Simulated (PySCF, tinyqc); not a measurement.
Worked calculation: CID on RHF in the sto-3g basis, for H3+, spin multiplicity 1. The lowest restricted solution is unstable here: a spin-polarised one lies 0.0165 hartree lower (PySCF). One step of it, computed by the program tinyqc.

Problem. CID: determinants and Hamiltonian. Slater-Condon rules over spin orbitals, with the nuclear repulsion added and E(HF) subtracted on the diagonal.

one-electron integrals over orbitals h = C^T H C (hartree), lower triangle:
```
           1          2          3
1  -1.312891
2   0.000000  -1.040930
3  -0.088067   0.000000  -0.837403
```

Two-electron integrals over orbitals (pq|rs), unique and non-zero (hartree):
```
(11|11) 0.509467    (21|21) 0.148872    (22|11) 0.428173    (22|22) 0.496442
(31|11) 0.088067    (31|22) -0.059143   (31|31) 0.147942    (32|21) -0.148396
(32|32) 0.162497    (33|11) 0.517672    (33|22) 0.453655    (33|31) 0.078848
(33|33) 0.547930
```

nuclear repulsion = 1.01374945 hartree

Hartree-Fock energy = -1.10256545 hartree

Give: determinants; H - E(HF) between determinants.

Solution.

Occupation strings over the orbitals (2 doubly, a alpha, b beta, 0 empty; spin orbitals ordered 1a 1b 2a 2b ...): 200 020 0ab 0ba 002

H - E(HF) between determinants (hartree), lower triangle:
```
        200     020      0ab     0ba     002
200  0.0000
020  0.1489  0.5309
0ab  0.0000  0.0000   0.6916
0ba  0.0000  0.0000  -0.1625  0.6916
002  0.1479  0.1625   0.0000  0.0000  0.9894
```
